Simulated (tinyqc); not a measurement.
# Floating body of a partially depleted SOI transistor: body voltage and kink: what changes with what

Source at 0 V. Channel current Ic = 2 nf K Vt^2 [F(0) - F(Vd)](1 + la Vd), F(V) = ln^2(1 + exp((Vg - VT - nf V)/(2 nf Vt))), VT = VT0 - gb Vb. Saturation voltage Vs = 2 Vt sqrt(F(0)) + 3 Vt, excess Ve = (Vd - Vs + sqrt((Vd - Vs)^2 + 0.0004 V^2))/2, multiplication M1 = Ai Ve exp(-Bl/Ve). Each junction passes D(v) = J1 (exp(v/Vt) - 1) + J2 (exp(v/(2 Vt)) - 1). Bipolar current Ib = bb J1 (exp(Vb/Vt) - 1). The body settles where M1 (Ic + Ib) = D(Vb) + D(Vb - Vd) + Vb/Rb; drain current Id = (1 + M1)(Ic + Ib) - D(Vb - Vd).

Values chosen for this exercise; values of the order met in partially depleted silicon-on-insulator transistors: temperature T = 358 K; threshold at zero body voltage VT0 = 0.33 V; fall of the threshold per volt of body voltage gb = 0.14; slope factor nf = 1.27; gain factor per width K = 160 uA/(V^2 um); channel-length modulation factor la = 0.06 1/V; impact-ionisation prefactor Ai = 1.21 1/V; impact-ionisation voltage Bl = 8.2 V; diffusion saturation current of each junction J1 = 3.8e-10 uA/um; recombination saturation current of each junction J2 = 2.2e-7 uA/um; gain of the lateral bipolar transistor on the diffusion current bb = 0.5; resistance of a weak body tie to the source (1e9 stands for no tie, and the term is then dropped) Rb = 2000 kohm um; gate voltage Vg = 0.5 V; drain voltage Vd = 2.3 V.

Constants: q = 1.602176634e-19 C, kB = 1.380649e-23 J/K, Vt = kB T/q. Results are converted to the units shown.

Each table varies one quantity; the others keep the values above.

## Output curve and kink

Rows with more than one solution for Vb (latch) are left out; dId/dVd by a forward difference over 1e-4 V, swing = 1e-4 V over the change of log10 Id; M1 under 1e-12 is printed as 0.

Output curve and kink:
```
Vd (V),Vb (V),M1,"Id, floating (uA/um)","Id, grounded (uA/um)",ratio,"dId/dVd, floating (uS/um)","dId/dVd, grounded (uS/um)"
0.8,1.956e-6,3.603e-7,2.103,2.103,1.000,0.1205,0.1204
1,9.031e-5,2.112e-5,2.127,2.127,1.000,0.1252,0.1211
1.2,0.001046,2.427e-4,2.155,2.152,1.001,0.1570,0.1255
1.4,0.005477,0.001249,2.195,2.178,1.008,0.2578,0.1393
1.6,0.01836,0.004068,2.266,2.208,1.026,0.4766,0.1671
1.8,0.04716,0.009933,2.398,2.246,1.068,0.8825,0.2111
2,0.1034,0.01996,2.641,2.294,1.152,1.637,0.2709
2.2,0.2091,0.03482,3.107,2.355,1.319,3.257,0.3446
```

Vb rises from 1.96e-6 to 0.209 V and the ratio of the currents rises from 1.00 to 1.32. The output conductance with a floating body exceeds the grounded value by the largest factor among the rows, 9.45, at Vd = 2.2 V, where Vb = 0.209 V and M1 = 0.0348.

## Transfer curve and swing

Same model as above.

Transfer curve and swing:
```
Vg (V),Vb (V),M1,"Id, floating (uA/um)","Id, grounded (uA/um)",ratio,"swing, floating (mV/decade)","swing, grounded (mV/decade)"
-0.12,1.027e-6,0.06505,5.023e-6,5.023e-6,1.000,94.50,94.50
-0.02,7.902e-6,0.06498,6.136e-5,6.136e-5,1.000,91.06,91.06
0.08,9.316e-5,0.06473,7.627e-4,7.625e-4,1.000,92.06,92.09
0.18,0.001068,0.06390,0.008891,0.008859,1.004,96.29,96.62
0.28,0.01002,0.06145,0.08654,0.08406,1.030,108.1,110.9
0.38,0.06358,0.05577,0.6018,0.5247,1.147,132.8,147.1
0.48,0.2418,0.04622,2.736,1.944,1.408,178.7,213.9
0.58,0.5164,0.03546,7.775,4.782,1.626,304.8,306.5
0.68,0.5904,0.02792,13.85,9.122,1.519,485.5,413.7
```

What does the table show?

Vb rises from 1.03e-6 to 0.590 V. The smallest swing among the rows is 91.1 mV a decade with a floating body (at Vg = -0.02 V) and 91.1 with a grounded one; Vt ln 10 = 71.0. The floating swing is smaller by more than 3 % for Vg = 0.38, 0.48 V, where the rising Vb lowers the threshold as Vg rises. In the first row the floating body raises the current by a factor of 1.00.

Range of the model: The multiplication law is an empirical form chosen for the exercise; self-heating and capacitive coupling to the body are left out, and the linear laws are rough once Vb passes about 0.7 V or M1 about 0.1.

tinyqc, about 0.2 s, one thread, Intel Xeon 2.30GHz (shared host): `OMP_NUM_THREADS=1 python tinyqc.py 2182002 2182003 out.jsonl`
